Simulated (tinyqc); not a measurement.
Inside a calculation. Method: exchange-only LDA atom on a uniform radial grid, spin-unpolarised, for Be(2+). Computed by tinyqc, a small Python program that keeps every step. Settings: Z = 4, points = 128, R = 7.4, functional = Slater exchange alone, mixing = 0.2, iteration cap = 70. Command: `OMP_NUM_THREADS=1 python tinyqc.py 20596 20597 out.jsonl` (the two numbers bound the seeds that draw the settings). One thread of a shared host (Intel(R) Xeon(R) Processor @ 2.60GHz), about 0.2 s of CPU time with the checks. Later iterations appear only in the table of the cycle.

## Iteration 1

Spherical atom on a uniform radial grid r_j = j h with h = R/(N + 1), h sum u^2 = 1 and integrals as h times sums, u(0) = u(R) = 0 (atomic units):
```
parameter           value
Z                       4
points N              128
R                7.400000
h                0.057364
mixing           0.200000
electrons in 1s         2
```

Three-point differences turn -u''/2 + [l(l+1)/2r^2 - Z/r + V] u = e u into a tridiagonal matrix (diagonal 1/h^2 + potential, off-diagonal -1/2h^2). D = sum f u^2; the Hartree potential y/r solves y'' = -D/r with y(0) = 0, y(R) = N_e; v_xc comes from rho = D/(4 pi r^2); E = sum f e - int D V + int D (V_H/2 + eps_xc); V(new) = V + mixing (V_H + v_xc - V).

eigenvalues (hartree): 1s -7.897383

Every 8th grid point:
```
r             V in     u(1s)         D       V_H       v_xc
0.458915  0.000000  1.174625  2.759489  4.038948  -0.998563
0.917829  0.000000  0.380669  0.289818  2.172176  -0.296793
1.376744  0.000000  0.092525  0.017122  1.452535  -0.088213
1.835659  0.000000  0.019990  0.000799  1.089523  -0.026219
2.294574  0.000000  0.004049  0.000033  0.871622  -0.007793
2.753488  0.000000  0.000787  1.24e-06  0.726351  -0.002316
3.212403  0.000000  0.000149  4.43e-08  0.622587  -0.000688
3.671318  0.000000  0.000028  1.52e-09  0.544764  -0.000205
4.130233  0.000000  0.000005  5.05e-11  0.484234  -0.000061
4.589147  0.000000  9.05e-07         0  0.435811  -0.000018
5.048062  0.000000  1.61e-07         0  0.396192   0.000000
5.506977  0.000000  2.85e-08         0  0.363176   0.000000
5.965891  0.000000  5.00e-09         0  0.335239   0.000000
6.424806  0.000000  8.73e-10         0  0.311293   0.000000
6.883721  0.000000  1.49e-10         0  0.290541   0.000000
7.342636  0.000000         0         0  0.272382   0.000000
```

total energy = -12.94672177 hartree

## Iteration 2

As before.

eigenvalues (hartree): 1s -7.189266

Every 8th grid point:
```
r             V in     u(1s)         D       V_H       v_xc
0.458915  0.608077  1.178794  2.779111  4.014172  -1.000924
0.917829  0.375077  0.402230  0.323578  2.170762  -0.307897
1.376744  0.272864  0.103964  0.021617  1.452473  -0.095342
1.835659  0.212661  0.024012  0.001153  1.089520  -0.029627
2.294574  0.172766  0.005217  0.000054  0.871621  -0.009227
2.753488  0.144807  0.001091  2.38e-06  0.726351  -0.002878
3.212403  0.124380  0.000222  9.86e-08  0.622587  -0.000899
3.671318  0.108912  0.000044  3.93e-09  0.544764  -0.000281
4.130233  0.096835  0.000009  1.52e-10  0.484234  -0.000088
4.589147  0.087159  1.70e-06         0  0.435811  -0.000027
5.048062  0.079238  3.27e-07         0  0.396192   0.000000
5.506977  0.072635  6.25e-08         0  0.363176   0.000000
5.965891  0.067048  1.19e-08         0  0.335239   0.000000
6.424806  0.062259  2.24e-09         0  0.311293   0.000000
6.883721  0.058108  4.11e-10         0  0.290541   0.000000
7.342636  0.054476  2.70e-11         0  0.272382   0.000000
```

total energy = -13.00371937 hartree

## Iteration 3

As before.

eigenvalues (hartree): 1s -6.636727

Every 8th grid point:
```
r             V in     u(1s)         D       V_H       v_xc
0.458915  1.089111  1.181274  2.790817  3.992850  -1.002327
0.917829  0.672634  0.420019  0.352832  2.169415  -0.316909
1.376744  0.489718  0.114064  0.026021  1.452407  -0.101421
1.835659  0.382107  0.027802  0.001546  1.089517  -0.032668
2.294574  0.310691  0.006393  0.000082  0.871621  -0.010566
2.753488  0.260540  0.001417  4.02e-06  0.726351  -0.003428
3.212403  0.223841  0.000306  1.88e-07  0.622587  -0.001114
3.671318  0.196026  0.000065  8.46e-09  0.544764  -0.000363
4.130233  0.174297  0.000014  3.71e-10  0.484234  -0.000118
4.589147  0.156884  2.82e-06  1.59e-11  0.435811  -0.000039
5.048062  0.142629  5.78e-07         0  0.396192  -0.000013
5.506977  0.130743  1.18e-07         0  0.363176   0.000000
5.965891  0.120686  2.38e-08         0  0.335239   0.000000
6.424806  0.112066  4.80e-09         0  0.311293   0.000000
6.883721  0.104595  9.37e-10         0  0.290541   0.000000
7.342636  0.098057  6.37e-11         0  0.272382   0.000000
```

total energy = -13.04046301 hartree

## Convergence

Stop when input and output potentials agree to 1e-7.

Course of the cycle (hartree):
```
iteration             E      e(1s)  largest |V(out) - V(in)|
1          -12.94672177  -7.897383                  4.91e+00
2          -13.00371937  -7.189266                  3.82e+00
3          -13.04046301  -6.636727                  2.97e+00
4          -13.06380414  -6.205249                  2.30e+00
5          -13.07844174  -5.868058                  1.79e+00
6          -13.08752026  -5.604367                  1.39e+00
7          -13.09309862  -5.398020                  1.07e+00
8          -13.09649982  -5.236450                  8.31e-01
9          -13.09856047  -5.109868                  6.44e-01
10         -13.09980256  -5.010646                  5.00e-01
11         -13.10054822  -4.932830                  3.88e-01
...                 ...        ...                       ...
60         -13.10165231  -4.647230                  3.63e-06
61         -13.10165231  -4.647229                  2.89e-06
62         -13.10165231  -4.647229                  2.31e-06
63         -13.10165231  -4.647228                  1.84e-06
64         -13.10165231  -4.647228                  1.47e-06
65         -13.10165231  -4.647228                  1.17e-06
66         -13.10165231  -4.647228                  9.32e-07
67         -13.10165231  -4.647227                  7.43e-07
68         -13.10165231  -4.647227                  5.93e-07
69         -13.10165231  -4.647227                  4.73e-07
70         -13.10165231  -4.647227                  3.77e-07
```

Not converged within 70 iterations: the residual falls steadily but slowly, by a factor of about 0.80 a step. Reruns (cap 100 unless said): mixing 0.3: converged in 48; mixing 0.6: converged in 20; the original settings with a cap of 400: converged in 76. Even converged, this uniform grid resolves the cusp poorly and misses the energy of the atom.
